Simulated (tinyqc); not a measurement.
# MOS structure on a p-type body with a surface-enhanced doping, non-linear Poisson equation by Newton steps: effects of single changes

One dimension, insulator interface at x = 0, acceptor density Na + N0 exp(-x/Ls), net doping C = -(acceptor density). psi is counted from the intrinsic level: n = ni exp((psi - Vb)/Vt), p = ni exp(-psi/Vt); deep in the body psi_b = -Vt ln(Na/ni). The gate acts through Cox = eps0 eox/tox and has the potential psi_G = Vg - (phiM - chi - Vt ln(Nc/ni)). Boltzmann statistics, full ionisation, classical densities, no oxide or interface charge.

Parameters, values chosen for the exercise; band and dielectric values close to those of silicon:
- T = 300 K (temperature)
- Eg = 1.1 eV (band gap)
- eps_r = 11.5 (relative permittivity)
- Nc = 2.78e19 cm^-3 (conduction-band density of states at T)
- Nv = 2.64e19 cm^-3 (valence-band density of states at T)
- chi = 4.07 eV (electron affinity)
- Na = 1.3e18 cm^-3 (acceptor density deep in the body)
- eox = 9.03 (relative permittivity of the gate insulator (close to aluminium oxide))
- tox = 25 nm (insulator thickness)
- phiM = 4.26 eV (gate work function)
- Vb = 0 V (electron quasi-Fermi potential against the body)
- N0 = 1.2e19 cm^-3 (extra acceptor density at the surface)
- Ls = 6.4 nm (decay length)

Constants: q = 1.602176634e-19 C, kB = 1.380649e-23 J/K, Vt = kB T/q, eps0 = 8.8541878128e-14 F/cm where lengths are in cm. Results are converted to the units shown.

Each table varies one quantity; the others keep the values above.

## Charge and capacitance against gate voltage

ni = sqrt(Nc Nv) exp(-Eg/(2 Vt)), Eg in volts. The Poisson equation d/dx(eps0 eps_r dpsi/dx) = -q (p - n + C), with eps0 eps_r dpsi/dx = -Cox (psi_G - psi_0) at x = 0, is solved on a mesh of about 600 nodes or more. N_inv is the integral of n less its value deep in the body. C_LF = Cox (1 - dpsi_0/dVg) with all carriers following; C_HF is the same with the electron quasi-Fermi level shifting uniformly so that N_inv stays fixed. The centroid is that of the same excess.

Charge and capacitance against gate voltage:
```
Vg (V)  psi_0 - psi_b (V)  N_inv (cm^-2)  C_LF/Cox  C_HF/Cox  centroid (nm)
4.45                0.786         5.70e7     0.669     0.669          0.194
4.68                0.864         1.13e9     0.653     0.651          0.187
4.9                 0.940        2.01e10     0.679     0.634          0.181
5.13                0.996        1.76e11     0.832     0.623          0.176
5.35                 1.02        4.78e11     0.913     0.618          0.173
5.58                 1.04        8.58e11     0.945     0.615          0.171
5.8                  1.05        1.25e12     0.960     0.613          0.168
6.03                 1.06        1.67e12     0.969     0.612          0.166
```

What does the table show?

N_inv goes from 5.70e7 to 1.67e12 cm^-2 and passes 2e11 cm^-2 at Vg = 5.15 V. Below threshold it takes 177 mV a decade between Vg = 4.45 and 4.68 V, against Vt ln 10 = 59.5 mV. C_LF/Cox is lowest, 0.653, at Vg = 4.68 V among the rows listed and ends at 0.969, while C_HF/Cox ends at 0.612. Between the last two rows q dN_inv/dVg is 0.917 Cox. Where the classical centroid is under about 2 nm, confinement would move the charge away from the interface and raise the threshold.

## Effect of the electron quasi-Fermi potential against the body on threshold, swing and body effect

VT is the Vg at which N_inv = 2e11 cm^-2. m = 1/(dpsi_0/dVg) at N_inv = 1e8 cm^-2; the swing is the Vg between N_inv = 1e8 and 1e9 cm^-2; body coefficient [VT(Vb + 0.05 V) - VT(Vb)]/0.05 V - 1.

Results:
```
Vb (V)  VT (V)  psi_0 - psi_b at VT (V)  m - 1  swing (mV/decade)  body coefficient
0         5.15                     1.00   1.99                177              1.63
0.3       5.90                     1.30   1.51                149              1.30
0.9       7.17                     1.91   1.04                122             0.953
1.2       7.74                     2.21  0.917                114             0.852
1.5       8.29                     2.51  0.826                109             0.776
1.8       8.81                     2.81  0.756                105             0.717
```

Estimate the missing row, Vb = 0.6 V.

Computed row:
```
Vb (V)  VT (V)  psi_0 - psi_b at VT (V)  m - 1  swing (mV/decade)  body coefficient
0.6       6.56                     1.60   1.23                132              1.09
```

With this row back in the table: As Vb goes from 0 to 1.8, VT rises from 5.15 to 8.81 V, the swing falls from 177 to 105 mV/decade and the body coefficient falls from 1.63 to 0.717. The swing stays within 0.67 % of m Vt ln 10, and the body coefficient within 0.35 of m - 1.

Program tinyqc, `OMP_NUM_THREADS=1 python tinyqc.py 2080101 2080102 out.jsonl`; Intel Xeon 2.30GHz, shared host, one thread, about 0.8 s.
